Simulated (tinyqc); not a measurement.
Inside a calculation. Model: crystal pulling from the melt: segregation, interface stability, heat balance and point-defect regime. Computed by tinyqc, a small Python program that keeps every step. Command: `OMP_NUM_THREADS=1 python tinyqc.py 3019753 3019754 out.jsonl pull walk`. One thread of a shared host (Intel(R) Xeon(R) Processor @ 2.30GHz), about 0.01 s of CPU time with the checks. Intermediate numbers are printed to about 6 digits and carried at full precision; extremes and crossings named in words are read from the listed rows.

A dilute solute; steady pulling with a flat interface unless it is found unstable.

Inputs (values chosen for the exercise, for a model semiconductor):
```
quantity                         value          unit
equilibrium coefficient k0      0.0021             -
initial melt concentration C0    1e+16        1/cm^3
diffusivity in the melt D      0.00012        cm^2/s
kinematic viscosity nu          0.0031        cm^2/s
crystal rotation                    15           rpm
pull rate V                        1.2        mm/min
gradient in the melt G_L           5.9          K/cm
solid conductivity k_S            22.7       W/(m K)
melt conductivity k_L             64.1       W/(m K)
latent heat per volume L          4280        J/cm^3
melting point T_m                 1685             K
interface energy gamma            0.37         J/m^2
frozen fraction g                 0.21             -
critical ratio xi_c               0.13  mm^2/(min K)
```

Loss from the melt surface: none.

Constants: k_B = 1.380649e-23 J/K.

## Boundary layer and effective coefficient

delta = 1.61 D^(1/3) nu^(1/6) omega^(-1/2), omega = 2 pi rpm/60; k_eff = k0/[k0 + (1 - k0) exp(-V delta/D)] (Burton, Prim and Slichter); the melt at the interface is enriched by k_eff/k0.

boundary layer delta = 241.947 micrometre

V delta/D = 0.403245

k_eff = 0.00313974

enrichment at the interface = 1.49511

k_eff has moved 0.1 % of the way from k0 to 1. A 10 % ripple of V gives striations of 4.02 % in C_s, since d ln k_eff/d ln V = (1 - k_eff) V delta/D.

## Concentration at the frozen fraction g

Axial profile: C_s = k_eff C0 (1 - g)^(k_eff - 1); bulk melt C_L = C_s/k_eff. Usable fraction: the g at which C_s has changed by 30 % from its first value (0.99 at most).

C_s = 3.97141e+13 1/cm^3

C_L = 1.26489e+16 1/cm^3

usable fraction = 0.231405

C_s rises along the crystal.

## Heat balance and the ratio V/G

k_S G_S = k_L G_L + L V; the largest rate for this G_S, with G_L = 0, is k_S G_S/L. Voronkov: the crystal grows vacancy-rich if V/G_S > xi_c and interstitial-rich if below; at fixed G_L the neutral rate solves V = xi_c G_S(V).

gradient in the solid G_S = 54.3696 K/cm

largest rate = 1.73017 mm/min

V/G_S = 0.220712 mm^2/(min K)

neutral pull rate = 0.366172 mm/min

V/G_S is 1.70 xi_c: vacancies survive and can cluster into voids. Latent heat makes up 69 % of the flux.

## Constitutional supercooling

Liquidus slope per concentration (van 't Hoff): |m| = k_B T_m^2 (1 - k0)/L. Solute gradient at the interface: G_C = (V/D) C_s (1 - k0)/k0. Constitutional supercooling sets in when |m| G_C > G_L. Critical C_s from the equality.

|m| = 9.13958e-21 K cm^3

|m| G_C = 0.00287467 K/cm

critical C_s = 8.15097e+16 1/cm^3

ratio |m| G_C/G_L = 4.87232e-04

The interface is stable by this test, with a margin of 2100.

## Morphological stability

Liquidus slope per concentration (van 't Hoff): |m| = k_B T_m^2 (1 - k0)/L. Solute gradient at the interface: G_C = (V/D) C_s (1 - k0)/k0. Constitutional supercooling sets in when |m| G_C > G_L. Mullins-Sekerka for a thick solute layer: a ripple of wave number w grows if S(w) = -Gam w^2 - G* + |m| G_C (w* - V/D)/(w* - (1 - k0) V/D) > 0, Gam = gamma T_m/L, G* = (k_S G_S + k_L G_L)/(k_S + k_L), w* = V/(2D) + sqrt((V/(2D))^2 + w^2). The critical C_s is that at which the maximum of S over w is zero.

critical C_s, Mullins-Sekerka = 2.57197e+17 1/cm^3

wavelength at onset = 1908.46 micrometre

ratio to the constitutional value = 3.15542

The full theory allows 3.16 times more solute: the weighted gradient G* replaces G_L, and capillarity and lateral diffusion help. At g the interface is stable. Caution: the onset wavelength exceeds the stirred boundary layer, so flow cuts off the solute field assumed in this theory.

## Along the crystal

Axial profile: C_s = k_eff C0 (1 - g)^(k_eff - 1); bulk melt C_L = C_s/k_eff.

Axial profile:
```
g     C_s (1/cm^3)  C_s/C_s(0)  the same for k0, no loss  C_s over constitutional limit  C_s over Mullins-Sekerka limit
0.00   3.13974e+13      1.0000                    1.0000                      0.0003852                      0.00012208
0.20   3.92192e+13      1.2491                    1.2494                      0.0004812                      0.00015249
0.40   5.22451e+13      1.6640                    1.6649                      0.0006410                      0.00020313
0.60   7.82680e+13      2.4928                    2.4952                      0.0009602                      0.00030431
0.75   1.25044e+14      3.9826                    3.9884                      0.0015341                      0.00048618
0.85   2.08073e+14      6.6271                    6.6402                      0.0025527                      0.00080900
0.92   3.89367e+14     12.4013                   12.4339                      0.0047769                      0.00151389
0.97   1.03512e+15     32.9684                   33.0888                      0.0126994                      0.00402461
```

C_s changes by a factor 33.0 up to g = 0.97, against 33.1 for k0 without loss. Neither limit is reached.

Checks made by the program: the striation formula against a difference (relative difference below 1e-10).
